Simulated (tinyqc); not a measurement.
Width of the well: exciton in a hard-walled quantum well (variational).

Electron and hole in the lowest states cos(pi z/L) of a hard-walled well; relative motion in the plane exp(-rho/lam). E(lam) = c/(mu lam^2) - (q/eps) <1/r>, <1/r> = integral over k from 0 to infinity of F(kL) (1 + (k lam/2)^2)^(-3/2), F(x) = [3x + 8 pi^2/x - 32 pi^4 (1 - exp(-x))/(x^2 (x^2 + 4 pi^2))]/(x^2 + 4 pi^2); c = hbar^2/2m0, q = e^2/(4 pi eps0). E is counted from the subband edge.

Constants: hbar^2/2m0 = 3.80998211 eV angstrom^2; e^2/(4 pi eps0) = 14.39964547 eV angstrom.

Parameters, chosen for this exercise (out of a larger set: near those of InGaAs; not measured data): eps = 13.8 (dielectric constant); Ls = (23, 52, 134, 320, 593, 924, 1601) angstrom (widths).

mu = 0.028406 m0
Ry* = 2.0294 meV
a* = 257.083 angstrom

The minimum for each width. The strength per area goes as |phi(0)|^2 = 2/(pi lam^2), listed relative to the strict two-dimensional value.

Results:

| L (angstrom) | L/a* | lam (angstrom) | binding (meV) | in Ry* | strength |
|---|---|---|---|---|---|
| 23 | 0.09 | 143.9 | 7.21 | 3.550 | 0.798 |
| 52 | 0.20 | 158.7 | 6.45 | 3.179 | 0.656 |
| 134 | 0.52 | 190.3 | 5.19 | 2.560 | 0.456 |
| 320 | 1.24 | 240.9 | 3.85 | 1.898 | 0.285 |
| 593 | 2.31 | 295.2 | 2.94 | 1.448 | 0.190 |
| 924 | 3.59 | 347.3 | 2.35 | 1.159 | 0.137 |
| 1601 | 6.23 | 431.4 | 1.73 | 0.854 | 0.089 |

The binding falls from 3.55 to 0.85 Ry*. It drops below the bulk value Ry* between 924 and 1601 angstrom, which is a failure of the trial function: it has no correlation along z, so it cannot reach the bulk limit. Even at L = 0.09 a* only 89 % of the two-dimensional limit is reached. With finite barriers the binding would peak at some width and fall again as the carriers leak out.

tinyqc: `OMP_NUM_THREADS=1 python tinyqc.py 1251819 1251820 out.jsonl`; about 0.02 s, one thread, shared Intel(R) Xeon(R) Processor @ 2.30GHz.
